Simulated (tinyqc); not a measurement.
From results back to parameters: Wannier-Stark ladder of a miniband. Three cases, with inputs chosen for the exercise.

Problem. The lines of a Wannier-Stark ladder are spaced by e F d, and the strengths of the lines j = 1 and j = 0 stand as J_1(x)^2/J_0(x)^2 with x = W/(2 e F d) below the first zero of J_0, 2.405; 1 kV/cm = 0.01 meV/angstrom. Both were computed from hidden F and W.

Find: F; x; W.

Method. J_1/J_0 rises steadily from 0 to infinity on that interval, so the ratio fixes x, and W = 2 x e F d.

Case 1.

Values chosen (out of a larger set: near those of an InGaAs/InAlAs superlattice; not measured data): d = 62 angstrom (period).

spacing = 25.420 meV
ratio = 0.0491034

Solution.

F = 41.0 kV/cm
x = 0.433
W = 22.0 meV

Case 2.

Values chosen (out of a larger set: near those of a non-polar GaN/AlGaN superlattice; not measured data): d = 37 angstrom (period).

spacing = 21.830 meV
ratio = 0.761523

Solution.

F = 59.0 kV/cm
x = 1.328
W = 58.0 meV

Case 3.

Values chosen (out of a larger set: near those of an InGaAs/InAlAs superlattice; not measured data): d = 80 angstrom (period).

spacing = 8.000 meV
ratio = 0.456282

Solution.

F = 10.0 kV/cm
x = 1.125
W = 18.0 meV

Computed by tinyqc, one run a case: `OMP_NUM_THREADS=1 python tinyqc.py N N+1 out.jsonl` with N = 1282055, 1282160, 1282234; one thread of a shared Intel(R) Xeon(R) Processor @ 2.30GHz, about 0.01 s a run at most.
